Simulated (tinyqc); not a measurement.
Inside a calculation. Model: the 3-omega method: a line heater on a substrate with a thin film. Computed by tinyqc, a small Python program that keeps every step. Command: `OMP_NUM_THREADS=1 python tinyqc.py 3024661 3024662 out.jsonl threeomega walk`. One thread of a shared host (Intel(R) Xeon(R) Processor @ 2.30GHz), about 0.01 s of CPU time with the checks. Intermediate numbers are printed to about 5 digits and carried at full precision; extremes and crossings named in words are read from the listed rows.

A current at angular frequency omega = 2 pi f heats the line at 2 omega with the amplitude P per length; the temperature swing Delta T at 2 omega gives a voltage at 3 omega. The substrate is taken as semi-infinite and isotropic, and the heat capacity of heater and film is left out.

Inputs (values chosen for the exercise, modelled on polycrystalline aluminium nitride on gallium nitride):
```
quantity,value,unit
substrate conductivity kappa,196,W/(m K)
substrate heat capacity C,2.9,1e6 J/(m^3 K)
heater half-width b,14,micrometre
power amplitude per length P,35,W/m
current frequency f,87,Hz
film thickness t,1200,nm
film conductivity kappa_f,30,W/(m K)
interface resistance R_i,5.1,m^2 K/GW
substrate thickness d_s,380,micrometre
temperature coefficient of resistance beta,2.9,1e-3/K
voltage amplitude V_1,0.72,V
```

## Penetration depth

D = kappa/C; q = sqrt(2 i omega/D); penetration depth 1/|q| = sqrt(D/(2 omega)).

diffusivity D = 67.586 mm^2/s

penetration depth = 248.64 micrometre

|q| b = 0.056307

penetration depth / d_s = 0.65431

Caution: the penetration depth exceeds a fifth of the substrate thickness, so the back face is felt and the semi-infinite formula fails.

## Temperature swing of the bare substrate

Delta T_s = (P/(pi kappa)) int_0^infinity (sin x/x)^2 / sqrt(x^2 + (q b)^2) dx with (q b)^2 = i |q b|^2, averaged over the heater width (12 Gauss-Legendre points on each of the pieces 0, 14 log-spaced edges from 1e-5 to 1, and multiples of pi to 40 pi; the tail adds 1/(4 (40 pi)^2)). For |q| b much below 1: Delta T_s = (P/(pi kappa)) [-ln(|q| b) + eta - i pi/4], eta = 3/2 - C_E = 0.92278, with Euler's C_E = 0.5772157.

in-phase Delta T_s = 0.21600 K

out-of-phase Delta T_s = -0.044526 K

in-phase, narrow-line form = 0.21598 K

out-of-phase, narrow-line form = -0.044643 K

The narrow-line form misses the in-phase part by -0.01 % and the out-of-phase part by +0.3 % at |q| b = 0.056.

## The film adds a constant step

One-dimensional flow across the film: Delta T_f = P (t/kappa_f + R_i)/(2 b); total in-phase swing Delta T = Delta T_s + Delta T_f; third-harmonic amplitude V_3 = V_1 beta |Delta T|/2 with the out-of-phase part included; the apparent film conductivity is t/(t/kappa_f + R_i).

Delta T_f = 0.056375 K

total in-phase swing = 0.27238 K

V_3 = 0.28814 mV

apparent film conductivity = 26.608 W/(m K)

film share of the in-phase swing = 0.20697

The interface lowers the apparent conductivity by 11 %. The film gives a large part of the signal. Caution: the film does not conduct much worse than the substrate, so heat spreads in it and the one-dimensional step is only approximate, and wrong once kappa_f nears or exceeds kappa.

## Conductivity from the slope

Take the in-phase swing at f and at 2f; in the narrow-line limit kappa = P ln 2/(2 pi [Delta T(f) - Delta T(2f)]), whatever the film and the heater width.

in-phase Delta T_s at 2f = 0.19633 K

kappa from the slope = 196.23 W/(m K)

error of the slope method = 0.11935 %

## The window of frequencies

The slope value uses each f and 2f: kappa = P ln 2/(2 pi [Delta T(f) - Delta T(2f)]).

Bare substrate:
```
f (Hz),penetration depth (micrometre),|q| b,in-phase (K),out-of-phase (K),narrow-line form (K),kappa from the slope (W/(m K))
0.27,4463.2,0.0031368,0.38012,-0.044642,0.38012,196.00
2.7,1411.4,0.0099194,0.31468,-0.044638,0.31467,196.01
27,446.32,0.031368,0.24924,-0.044601,0.24923,196.07
140,196.00,0.071428,0.20250,-0.044467,0.20246,196.38
550,98.888,0.14157,0.16372,-0.044080,0.16357,197.46
2700,44.632,0.31368,0.11906,-0.042617,0.11835,202.98
11000,22.112,0.63314,0.081146,-0.038974,0.078432,222.90
55000,9.8888,1.4157,0.043713,-0.029710,0.032691,316.78
270000,4.4632,3.1368,0.020142,-0.017239,-0.012529,653.25
1.60e+06,1.8334,7.6360,0.0082681,-0.0077806,-0.063098,1594.4
```

The slope gives kappa within 1 % up to |q| b = 0.14 (f = 550 Hz) among these rows. The penetration depth stays under d_s/5 = 76 micrometre from f = 2700 Hz up, so no row meets both conditions: the heater is too wide for this substrate. At high f the flow turns one-dimensional: in-phase and out-of-phase parts become equal in size (ratio 0.94 in the last row) and fall as f^(-1/2) (exponent -0.50).

Checks made by the program: narrow-line limit at |q| b = 0.002 (relative difference 7e-07).
